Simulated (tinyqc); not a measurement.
Sampled drift against the exact one: kinetic Monte Carlo and master equation for a particle on a ring of sites with traps and bias. Computed by tinyqc, a small Python program. Command: `OMP_NUM_THREADS=1 python tinyqc.py 3000868 3000869 out.jsonl kmc walk`. One thread of a shared host (Intel(R) Xeon(R) Processor @ 2.30GHz), about 0.07 s of CPU time with the checks.

8 sites on a ring, numbered 1 to 8. The saddle between i and i+1 lies at E0 + s b_i and site i at s eps_i; a force F tilts the landscape, with the saddle half-way.

Inputs (values chosen for the exercise, for a model defect):
```
quantity                         value         unit
reference barrier E0              0.49           eV
scale factor s of the disorder       1            -
attempt frequency nu               5.5          THz
temperature T                      300            K
site spacing a                     3.3     angstrom
force F along the ring          0.0026  eV/angstrom
seed of the random numbers      487600            -
```

Disorder: random barriers.

site energies eps_i (eV): 0  0  0  0  0  0  0  0

saddle shifts b_i between sites i and i+1 (eV): 0.026  -0.028  0.022  0.027  0.0086  -0.035  0.014  0.0088

Constants: k_B = 8.617333262e-05 eV/K.

Method:
- Rates: k(i to i+1) = nu exp(-(E0 + s b_i - s eps_i - F a/2)/(k_B T)), k(i to i-1) = nu exp(-(E0 + s b_(i-1) - s eps_i + F a/2)/(k_B T)).
- Share right = k right/(k right + k left); mean stay = 1/(k right + k left).
- Master equation dP/dt = W P, W_(i+1,i) = k right, W_(i-1,i) = k left, columns summing to zero. The steady state is its null vector; drift v = a sum P_i (k right - k left). D = a^2 lambda''(0)/2, where lambda(q) is the leading eigenvalue of W with right hops weighted by exp(q) and left hops by exp(-q).
- The slowest relaxation rate is minus the real part of the next eigenvalue of W. 1 angstrom = 1e-8 cm.
- 400 independent walkers start on sites drawn with weights P_i (k right + k left), the steady shares of hops (random numbers not printed); the estimate is total displacement over total time, with its standard error from the spread between walkers.

occupations P_i: 0.140408  0.113110  0.147405  0.134697  0.101894  0.099881  0.131395  0.131210

drift velocity v = 2.17902e-04 cm/s

Drift from sampling:
```
hops per walker  estimate (cm/s)  standard error (cm/s)  deviation in standard errors
10                    2.2941e-04             2.8863e-05                       0.39872
30                    2.2728e-04             1.7222e-05                       0.54431
100                   2.1815e-04             9.3126e-06                       0.02700
300                   2.1408e-04             5.3139e-06                      -0.71956
1000                  2.1835e-04             2.8278e-06                       0.15854
3000                  2.1665e-04             1.6230e-06                      -0.77091
```

The exact drift is 2.179e-4 cm/s. The standard error falls by a factor 3.29 from 100 to 1000 hops (sqrt10 = 3.16), and in the last row it is 0.74 % of the drift.

Extremes, crossings and ranges named in words are read from the listed rows.
